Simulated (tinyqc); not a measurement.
# Worked calculation: capacitance measurement on a leaky thin oxide: effects of series resistance and leakage

Computed by the program tinyqc: `OMP_NUM_THREADS=1 python tinyqc.py 2022077 2022078 out.jsonl`, one thread of a shared Intel Xeon 2.30GHz, about 0.01 s for the whole run. Printed values are rounded.

The device is a capacitance C in parallel with a leakage conductance G, in series with Rs and Ls. An impedance meter reports either a parallel pair (Cp, Gp) from Y = 1/Z = Gp + i w Cp or a series pair (Cs, Rm) from Z = Rm + 1/(i w Cs); w = 2 pi f, dissipation D = Gp/(w |Cp|).

Values chosen for this exercise; values of the order met in thin-oxide MOS capacitors:
- eox = 9.27 (relative permittivity of the gate insulator (close to aluminium oxide))
- tox = 5.5 nm (insulator thickness)
- A = 10000 um^2 (gate area)
- zc = 0.45 nm (oxide-equivalent thickness added by the accumulation layer)
- zp = 0 nm (oxide-equivalent thickness added by gate depletion)
- Jg = 0.0041 A/cm^2 (gate leakage current density, not matched to the thickness)
- Vs = 0.37 V (voltage for an e-fold rise of the leakage)
- Rs = 22 ohm (series resistance)
- Ls = 0 nH (series inductance)
- f = 50000 Hz (measuring frequency)

Constants: eps0 = 8.8541878128e-14 F/cm where lengths are in cm. Results are converted to the units shown.

## True capacitance and conductance

EOT = 3.9 tox/eox; CET = EOT + zc + zp; C = 3.9 eps0 A/CET; G = Jg A/Vs.

EOT = 2.31392 nm
CET = 2.76392 nm
C = 124.936 pF
G = 1.10811 uS

## What the meter reports

Z = Rs + i w Ls + 1/(G + i w C).

Z = (0.07407-2.54575i) x 1e4 ohm
Cp = 124.930 pF
Gp = 1.14197 uS
Cs = 125.036 pF
D = 0.0290963

Cp is within 0.01 % of C and Cs is 0.080 % above it; G Rs = 2.44e-5, w C Rs = 8.63e-4 and G/(w C) = 0.0282.
